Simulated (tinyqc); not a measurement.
Stress in a transistor channel from embedded alloy regions, liners and fins, by half-space elasticity: one step, computed by the program tinyqc. Command: `OMP_NUM_THREADS=1 python tinyqc.py 3027946 3027947 out.jsonl stressor walk`. One thread of a shared host (Intel(R) Xeon(R) Processor @ 2.30GHz), about 0.01 s of CPU time with the checks.

Plane strain in an isotropic half-space, the same constants everywhere; x along the channel from its centre, y downwards from the free surface; stress is positive in tension.

Question. Stress at the centre of the channel. A line element dA of misfit at (a, c) in the half-space gives, with C = E e/(2 pi (1 - nu)), X = x - a, r1^2 = X^2 + (y - c)^2, r2^2 = X^2 + Y^2, Y = y + c: s_xx = -C dA {[X^2 - (y - c)^2]/r1^4 + 3 [X^2 - Y^2]/r2^4 + 4 y Y (Y^2 - 3 X^2)/r2^6}, s_yy = C dA {[X^2 - (y - c)^2]/r1^4 - [X^2 - Y^2]/r2^4 + 4 y Y (Y^2 - 3 X^2)/r2^6}. These are integrated over two rectangles, L/2 < |a| < L/2 + S, 0 < c < d (closed form in a, 200 Gauss-Legendre points in c).

Inputs (values chosen for the exercise, modelled on silicon): Young's modulus E = 166 GPa; Poisson ratio nu = 0.28; channel length L = 100 nm; length of each stressor S = 110 nm; recess depth d = 40 nm; depth of the field point y = 3 nm.

Stressor: Si(1-x)Ge(x) source and drain.

misfit e = 0.020139

stress of a blanket film = -4.643158 GPa

Give: s_xx; s_yy; s_xx over the blanket-film stress.

Answer.

s_xx = -2398 MPa

s_yy = -5.356 MPa

s_xx over the blanket-film stress = 0.5165

The channel is compressed along its length; s_yy is 0.0022 of s_xx in size and vanishes at the surface. Caution: at such misfit the regions may relax by dislocations, and linear elasticity is rough.
